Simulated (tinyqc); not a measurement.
# From one set of inputs to another, one input at a time

Model: heat flow across a film from the phonon Boltzmann equation in the relaxation-time approximation. Computed by tinyqc, a small Python program. Command: `OMP_NUM_THREADS=1 python tinyqc.py 3025065 3025066 out.jsonl slabbte ladder`. One thread of a shared host (Intel(R) Xeon(R) Processor @ 2.30GHz), about 0.05 s of CPU time with the checks.

Two black walls, hot at x = 0 and cold at x = L, emit phonons isotropically. For one free path Lambda, with tau = x/Lambda, tau_L = L/Lambda and phi = (T - T_cold)/Delta T, energy balance gives phi(tau) = (1/2) [E2(tau) + int_0^tau_L phi(s) E1(|tau - s|) ds]; E_n are the exponential integrals. The flux over the ballistic flux C v Delta T/4 is psi = 1 - 2 int_0^tau_L phi(s) E2(s) ds, and kappa_eff/kappa = (3/4) tau_L psi. kappa = C v Lambda/3 is an input, so at fixed kappa a longer free path means a smaller C v.

The inputs printed are set A. Set A is modelled on sapphire; the values taken over come from a set modelled on silicon. Inputs not listed in the table keep their values of set A, so the rows need not describe a real material.

Inputs (values chosen for the exercise, modelled on sapphire): bulk conductivity kappa = 36.1 W/(m K); film thickness L = 5 nm; wall temperature difference Delta T = 2.7 K; free path Lambda_1 = 15 nm; free path Lambda_2 = 69 nm; share f_2 of kappa = 0.42; free path Lambda_3 = 890 nm; share f_3 of kappa = 0.22; cells n in the small system = 5.

Free-path groups: three.

Method:
- Cut the film into n equal cells with constant phi, collocated at the centres c_i: the kernel integrates to A_ij = |E2(|c_i - e_j|) - E2(|c_i - e_(j+1)|)|/2 for cell edges e_j, and A_ii = 1 - E2(half a cell); solve (1 - A) phi = E2(c)/2; psi = 1 - 2 sum_j phi_j [E3(e_j) - E3(e_(j+1))].
- Use 150 and 300 cells and extrapolate psi = (4 psi(300) - psi(150))/3. The jump at the hot wall is 1 - phi there (linear extrapolation from the first two of 300 cells). Two-flux (diffusion with slip) formula: psi = 1/(1 + 3 tau_L/4).
- Each group is solved on its own with 150 and 300 cells, psi = (4 psi(300) - psi(150))/3, and weighted by its share of kappa (f_1 is what the others leave); exchange of energy between groups inside the film is left out.
- Flux J = kappa_eff Delta T/L; apparent boundary resistance per wall (L/kappa_eff - L/kappa)/2.

Each row keeps all changes above it; columns: (1) input moved; (2) from; (3) to; (4) apparent resistance per wall (m^2 K/GW); (5) jump at the wall / Delta T for Lambda_1; (6) psi for Lambda_1:
```
(1)                                 (2)   (3)     (4)      (5)      (6)
set A                                 -     -  0.6817  0.34948  0.77690
free path Lambda_2 (nm)              69   790  0.8817  0.34948  0.77690
bulk conductivity kappa (W/(m K))  36.1   148  0.2151  0.34948  0.77690
share f_3 of kappa                 0.22   0.2  0.2036  0.34948  0.77690
free path Lambda_3 (nm)             890  6100  0.2056  0.34948  0.77690
free path Lambda_1 (nm)              15   110  1.1463  0.45940  0.95862
share f_2 of kappa                 0.42  0.24  0.8469  0.45940  0.95862
film thickness L (nm)                 5   600  1.7124  0.08458  0.19393
```

Apparent resistance per wall goes from 0.682 to 1.71, a factor 2.51 in all. The largest single move comes from free path Lambda_1 (a factor 5.57), and bulk conductivity kappa works against it (a factor 0.244). Jump at the wall / Delta T for Lambda_1 goes from 0.349 to 0.0846, a factor 0.242 in all. The largest single move comes from film thickness L (a factor 0.184), and free path Lambda_1 works against it (a factor 1.31). psi for Lambda_1 goes from 0.777 to 0.194, a factor 0.250 in all. The largest single move comes from film thickness L (a factor 0.202), and free path Lambda_1 works against it (a factor 1.23). The single moves hold for this order of the switches; the total does not depend on the order.

Caution (rows set A, free path Lambda_2, bulk conductivity kappa, share f_3 of kappa, free path Lambda_3, free path Lambda_1, share f_2 of kappa): below about 10 nm the film nears the phonon wavelength, and a particle picture fails.

Extremes, crossings and ranges named in words are read from the listed rows.
